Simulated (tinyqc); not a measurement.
Inside a calculation. Model: double-gate transistor, scale length and short-channel effects.

tinyqc, about 0.01 s, one thread, Intel Xeon 2.30GHz (shared host): `OMP_NUM_THREADS=1 python tinyqc.py 2420110 2420111 out.jsonl` Printed values are rounded.

A body of thickness ts between two insulators of thickness ti and two tied gates. Below threshold the potential that source and drain add obeys Laplace's equation and vanishes on the gate. Its lowest mode decays along the channel as exp(-k y); k is the smallest positive root of the matching condition at the interface, and the scale length is Lambda = pi/k.

Parameters, values chosen for the exercise; permittivities: semiconductor made up, insulator close to that of hafnium oxide: temperature T = 300 K; relative permittivity of the semiconductor eps_r = 18; relative permittivity of the insulator ei = 21.9; insulator thickness ti = 10 nm; body thickness ts = 4.4 nm; channel length L = 43 nm; potential of the source Vbi = 0.88 V; potential of the barrier top at threshold sT = 0.62 V; long-channel threshold VTL = 0.45 V; long-channel body factor m = 1; drain voltage Vds = 0.5 V.

Constants: q = 1.602176634e-19 C, kB = 1.380649e-23 J/K, Vt = kB T/q. Results are converted to the units shown.

## Scan of the matching condition

k, point 0 to 7 (1/nm): 0.02125  0.0425  0.06375  0.085  0.10625  0.1275  0.14875  0.17

f(k) = ei cos(k ti) cos(k ts/2) - eps_r sin(k ti) sin(k ts/2).

f(k), point 0 to 7: 21.2066  19.1717  15.9281  11.6876  6.7265  1.3677  -4.0405  -9.1480

The first change of sign lies between k = 0.1275 and 0.14875 1/nm.

## Iteration 1: decay constant by Newton steps

k at the start = 0.1275 1/nm

f(k) = ei cos(k ti) cos(k ts/2) - eps_r sin(k ti) sin(k ts/2); f' by a central difference with +/- 1e-5 1/nm; k(new) = k - f/f'.

f = 1.36775
f' = -256.115 nm
k after iteration 1 = 0.132840 1/nm

## Iteration 2: decay constant by Newton steps

As before.

f = -6.30209e-4
f' = -256.175 nm
k after iteration 2 = 0.132838 1/nm

## Course of the iteration: decay constant by Newton steps

Stop when k changes by less than 1e-10 1/nm, or after 30 iterations.

Course of the iteration:
```
iteration  k (1/nm)  |change| (1/nm)
1          0.132840          5.34e-3
2          0.132838          2.46e-6
3          0.132838         1.04e-12
```

Converged in 3 iterations. The change falls from 0.0053 in the first iteration to below the tolerance in the last.

## Scale length against simple estimates

k = 0.132838 1/nm

Lambda = pi/k and l = 1/k. A parabolic potential across the structure gives l(parabolic) = sqrt((eps_r/(2 ei)) ts ti (1 + ei ts/(4 eps_r ti))).

Lambda = 23.6498 nm
l = 7.52797 nm
l(parabolic) = 4.52793 nm

The parabolic estimate is 40 % below l.

## Threshold shift, barrier position and swing

Along the channel psi(y) = s + a exp(y/l) + b exp(-y/l) with psi(0) = Vbi, psi(L) = Vbi + Vds and l = 1/k = Lambda/pi; with A = Vbi - s, B = A + Vds, x = exp(-L/l): a = (B - A x) x/(1 - x^2), b = (A - B x)/(1 - x^2). The minimum is s + 2 sqrt(a b), at y = (l/2) ln(b/a). The long-channel potential follows the gate as s = sT + (Vg - VTL)/m, and the threshold VT is the gate voltage at which the minimum equals sT. Swing = m Vt ln 10/g at threshold, g = d(minimum)/ds = 1 - (b x + a)/((1 + x) sqrt(a b)).

s at threshold = 0.561583 V
a = 0.00270220 V
b = 0.315714 V
position of the minimum = 17.9195 nm
VT = 0.391583 V
swing = 68.2507 mV/decade

The threshold lies 58.4 mV below the long-channel value, and the barrier top sits at 0.42 L from the source.
